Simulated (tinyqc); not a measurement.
Which input was changed? Model: single-band model of a thermoelectric material. Computed by tinyqc, a small Python program. Command: `OMP_NUM_THREADS=1 python tinyqc.py 3004886 3004887 out.jsonl thermo which`. One thread of a shared host (Intel(R) Xeon(R) Processor @ 2.30GHz), about 0.2 s of CPU time with the checks.

One spherical band, one scattering law, no minority carriers and no phonon drag. In a real material minority carriers limit |S| to about E_g/(2 e T), so larger values are formal. eta = E_F/(k_B T) is counted from the band edge; f = 1/(1 + exp(x - eta)).

Inputs (values chosen for the exercise, modelled on n-type silicon):
```
quantity                                value        unit
density-of-states mass m                    1         m_0
mobility parameter mu_300                1800  cm^2/(V s)
temperature exponent p                      2           -
lattice thermal conductivity kappa_L       60     W/(m K)
carrier density n                     4.5e+20      1/cm^3
temperature T                             660           K
```

Band: parabolic. Scattering: acoustic phonons, r = -0.5.

Constants: m_0 = 9.1093837015e-31 kg; k_B = 1.380649e-23 J/K; hbar = 1.054571817e-34 J s; k_B = 8.617333262e-05 eV/K; e = 1.602176634e-19 C.

Method:
- With x = E/(k_B T), a = alpha k_B T (0 for a parabolic band), G = x (1 + a x), D = 1 + 2 a x and <y> = int y f (1 - f) dx, f = 1/(1 + exp(x - eta)): tau = tau_0 G^r/D; transport function s = G^(3/2 + r)/D^2; n = N_0 <G^(3/2)> with N_0 = (2 m k_B T)^(3/2)/(3 pi^2 hbar^3).
- Integrals over x = E/(k_B T) use 160 Gauss-Legendre points in u = sqrt(x) from 0 to sqrt(max(eta, 0) + 32).
- Solve for eta.
- sigma = e mu_0 N_0 <s> with mu_0 = e tau_0/m = mu_300 (T/300 K)^(-p); |S| = (k_B/e)(<x s>/<s> - eta); Lorenz number L = (k_B/e)^2 (<x^2 s>/<s> - (<x s>/<s>)^2); kappa_e = L sigma T; zT = S^2 sigma T/(kappa_L + kappa_e).
- Hall factor r_H = <G^(3/2)> <G^(3/2 + 2r)/D^4>/<s>^2; drift mobility sigma/(n e) with n = N_0 <G^(3/2)>; power factor S^2 sigma.
- Quality factor B = (k_B/e)^2 e mu_0 N_0 T/kappa_L; zT and the power factor are maximised over eta between -8 and 30.

Question. One of these inputs alone was changed, within the range given: density-of-states mass m (0.5 to 2); mobility parameter mu_300 (900 to 3600); lattice thermal conductivity kappa_L (30 to 120); temperature T (330 to 1300). Which one, and to what value?

Results:
```
run     conductivity sigma (S/cm)  power factor (microwatt/(cm K^2))  largest zT
before                   13021.18                           75.18053   0.1140540
after                    16782.85                           96.89935   0.1446109
```

Answer.

Each candidate set to reproduce conductivity sigma, and what it then gives:
```
candidate                                       range searched  value needed  power factor (microwatt/(cm K^2))  largest zT
density-of-states mass m (m_0)                        0.5 to 2  out of reach                                  -           -
mobility parameter mu_300 (cm^2/(V s))             900 to 3600          2320                             96.899     0.14461
lattice thermal conductivity kappa_L (W/(m K))       30 to 120     no effect                                  -           -
temperature T (K)                                  330 to 1300         563.1                             71.463     0.10582
```

Only mobility parameter mu_300 fits every result: it went from 1800 to 2320 cm^2/(V s). The next best candidate, temperature T, misses one result by 27 %.
